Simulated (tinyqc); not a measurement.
Inside a calculation: Fermi-Dirac statistics of conduction electrons. Values are carried at full precision from step to step, so a last printed digit may differ when a step is redone from the rounded ones.

Constants: hbar^2/2m0 = 3.80998211 eV angstrom^2; kB = 8.617333262e-05 eV/K; e^2/(4 pi eps0) = 14.39964547 eV angstrom.

Parameters, chosen for this exercise (near those of InAs, lowest valleys alone; shifted at random, so the results belong to these values and not to a real crystal):
```
symbol  value    unit    meaning
m       0.0257   m0      density-of-states mass of the conduction band
T       400      K
n       8.9e+16  1/cm^3  electron density
eps     14.7             static dielectric constant
alpha   2.95     1/eV    non-parabolicity
```

## Reduced density

N = 2 (m kB T/(4 pi c))^(3/2) with c = hbar^2/2m0, in 1/angstrom^3; times 1e24 for 1/cm^3; u = n/Nc.

kT = 0.034469 eV
Nc = 1.5918e+17 1/cm^3
u = n/Nc = 0.559127

## Reduced Fermi level by five rules

F_j(eta) = (1/Gamma(j + 1)) integral_0^infinity x^j dx/(1 + exp(x - eta)), which tends to exp(eta) for eta << 0.

With u = n/Nc: Boltzmann eta = ln u; Joyce-Dixon eta = ln u + u/sqrt(8) - 4.95009e-3 u^2 + 1.48386e-4 u^3 - 4.42563e-6 u^4; Nilsson eta = ln u/(1 - u^2) + v/(1 + (0.24 + 1.08 v)^-2) with v = (3 sqrt(pi) u/4)^(2/3); fully degenerate limit eta = v; exact: F_1/2(eta) = u.

Find eta = (EF - Ec)/kT by each rule.

eta: Boltzmann -0.581, Joyce-Dixon -0.385, Nilsson -0.387, degenerate 0.821, exact -0.385

Against the exact value the errors are Boltzmann -0.196, Joyce-Dixon 0.000, Nilsson -0.002, degenerate limit +1.206 (in kT).

## Exact eta by Newton steps

Solve ln F_1/2(eta) = ln u from the Boltzmann value; dF_1/2/d eta = F_-1/2, so the step is -ln(F_1/2/u) F_1/2/F_-1/2. Stop below 1e-9.

Newton steps:
```
step        eta     F_1/2    F_-1/2  step taken
1     -0.581379  0.473464  0.406329       0.194
2     -0.387602  0.558013  0.467238     0.00238
3     -0.385220  0.559126  0.468021    3.81e-07
4     -0.385220  0.559127  0.468021    9.55e-15
```

Converged in 4 steps.

## Mean energy, Einstein relation and screening

eta = -0.38522

Mean kinetic energy <E> = (3/2) kT F_3/2/F_1/2; D/mu = (kT/e) F_1/2/F_-1/2; dn/dEF = (Nc/kT) F_-1/2; screening length L = (4 pi (e^2/(4 pi eps0)) (dn/dEF)/eps)^(-1/2), with dn/dEF in 1/(angstrom^3 eV) (1/cm^3 = 1e-24/angstrom^3).

F_-1/2, F_1/2, F_3/2: [0.4680, 0.5591, 0.6138]

<E> = 56.76 meV
D/mu = 41.18 mV
dn/dEF = 2.161e+18 1/(cm^3 eV)
L = 193.9 angstrom

EF lies within 2 kT of the edge. D/mu is 1.195 times kT/e and <E> is 1.098 times (3/2) kT; the Debye formula, with n/kT in place of dn/dEF, would give L = 177.4 angstrom.

## Fermi level in the non-parabolic band

Non-parabolic band E (1 + alpha E) = c k^2/m: n = Nc (2/sqrt(pi)) integral_0^infinity sqrt(x (1 + a x)) (1 + 2 a x) dx/(1 + exp(x - eta)) with a = alpha kT and eta = (EF - Ec)/kT; a = 0 gives n = Nc F_1/2(eta).

Solve for eta at the same n.

a = 0.10168
eta = -0.811
EF - Ec = -27.97 meV

The extra states lower EF by 14.69 meV against the parabolic band.

## Checks

- Non-parabolic integral at a = 0 against F_1/2(2): both 2.823721.
- F_1/2(40) against the Sommerfeld form (4/(3 sqrt(pi))) eta^(3/2) (1 + pi^2/(8 eta^2)): both 190.45.

tinyqc: `OMP_NUM_THREADS=1 python tinyqc.py 1650811 1650812 out.jsonl`; about 0.01 s, one thread, shared Intel(R) Xeon(R) Processor @ 2.30GHz.
